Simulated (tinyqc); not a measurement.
Anisotropic elasticity and sound waves of a cubic crystal: one step, computed by the program tinyqc.

Voigt order 1..6 = xx, yy, zz, yz, xz, xy, with engineering shear strains. The rotated frame has x' as named, z' along the wafer normal and y' = z' x x'.

Task: Stiffness in the rotated frame. C'_ijkl = C12 delta_ij delta_kl + C44 (delta_ik delta_jl + delta_il delta_jk) - H sum_m a_im a_jm a_km a_lm.

Inputs (values chosen for the exercise, modelled on tungsten): C12 = 203.9 GPa; C44 = 160.7 GPa.

Frame: (111) wafer, x' along [1-10].

H = 8.2 GPa

direction cosines a (rows x', y', z' in the cube axes), rows x', y', z', columns x, y, z:
```
[[0.7071068, -0.7071068, 0.0000000],
 [0.4082483, 0.4082483, -0.8164966],
 [0.5773503, 0.5773503, 0.5773503]]
```

Give: C'.

Result:

C' (GPa), rows 1, 2, 3, 4, 5, 6:
```
[[521.2, 202.5, 201.2, -1.9, 0.0, 0.0],
 [202.5, 521.2, 201.2, 1.9, 0.0, 0.0],
 [201.2, 201.2, 522.6, 0.0, 0.0, 0.0],
 [-1.9, 1.9, 0.0, 158.0, 0.0, 0.0],
 [0.0, 0.0, 0.0, 0.0, 158.0, -1.9],
 [0.0, 0.0, 0.0, 0.0, -1.9, 159.3]]
```

Normal stress couples to shear strain in this frame.
